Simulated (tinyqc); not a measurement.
Geometry alone against geometry with stress: oxidation of curved silicon (wires and holes): cylindrical Deal-Grove kinetics with stress-retarded reaction. Computed by tinyqc, a small Python program. Command: `OMP_NUM_THREADS=1 python tinyqc.py 3028709 3028710 out.jsonl wireox walk`. One thread of a shared host (Intel(R) Xeon(R) Processor @ 2.30GHz), about 0.01 s of CPU time with the checks.

Silicon fills r < a and oxide a < r < b. One volume of silicon gives 2.25 volumes of oxide, and the length is fixed.

Inputs (values chosen for the exercise, close to those used for silicon in dry oxygen): prefactor B0 = 847 um^2/h; activation energy E_B = 1.22 eV; prefactor (B/A)0 = 4.79e+06 um/h; activation energy E_A = 2.01 eV; starting silicon radius a0 = 39 nm; starting oxide x_i = 1 nm; viscosity prefactor eta0 = 6.2e-09 Pa s; viscosity energy E_eta = 5.66 eV; critical shear stress s_c = 79 MPa; activation volume V_k = 7.1 angstrom^3; temperature T = 825 C; time t = 2.2 h.

Shape: wire (convex).

Constants: k_B = 8.617333262e-05 eV/K.

Method:
- B = B0 exp(-E_B/(k_B T)), B/A = (B/A)0 exp(-E_A/(k_B T)), eta = eta0 exp(E_eta/(k_B T)); 1 um = 1000 nm.
- Temperatures in kelvin are T(C) + 273.15.
- Geometry: b^2 = b0^2 + 1.25 (a0^2 - a^2), b0 = a0 + x_i.
- Rate of oxide made per interface area: q = 1/[1/k + 2 a |ln(b/a)|/B], and |da/dt| = q/2.25. Reaction k = (B/A) exp(-sigma V_k/(k_B T)). New oxide pushes the old with radial speed u = 1.25 |da/dt| at r = a; the shear stress at radius r is s_c asinh(z a^2/r^2), z = 2 eta u/(a s_c) (Eyring flow), and the compressive normal stress at the interface is sigma = |int_a^b 2 s/r dr| = s_c |F(z) - F(z a^2/b^2)|, F(y) = int_0^y asinh(w)/w dw. q and sigma are solved together. 1 MPa angstrom^3 = 6.241509e-6 eV.
- Integrate da/dt adaptively (tolerance 1e-8); a wire counts as consumed at a = 0.5 nm and a hole as closed at b = 0.5 nm. Planar reference: x^2 + A x = B t + x_i^2 + A x_i, A = B/(B/A).
- A dash marks a stress-free run that has consumed the wire or closed the hole.

B = 2132.53 nm^2/h

B/A = 2.85609 nm/h

low-stress viscosity eta = 5.86175e+17 Pa s

k_B T = 0.0946312 eV

Oxide thickness (nm):
```
t (h)  planar  curved, no stress  curved, with stress  a (nm)  sigma (MPa)
0.066   1.188              1.185                1.180  38.919        59.79
0.220   1.626              1.615                1.596  38.730        80.72
0.440   2.251              2.224                2.179  38.464       109.92
0.880   3.498              3.423                3.306  37.944       166.05
1.540   5.361              5.181                4.908  37.191       245.24
2.200   7.215              6.893                6.419  36.466       319.33
3.300  10.285              9.650                8.760  35.313       433.50
4.400  13.330             12.300               10.916  34.221       538.28
```

At 4.4 h the thickness is 0.923 of the planar value from geometry alone and 0.819 with stress. On a wire the new oxide spreads over a larger circumference, which thins it, while the oxidant converges on a smaller interface. Stress takes 11 % off the stress-free value. Caution: elasticity of the oxide, stress-dependent diffusion and thin-oxide enhancement are left out.
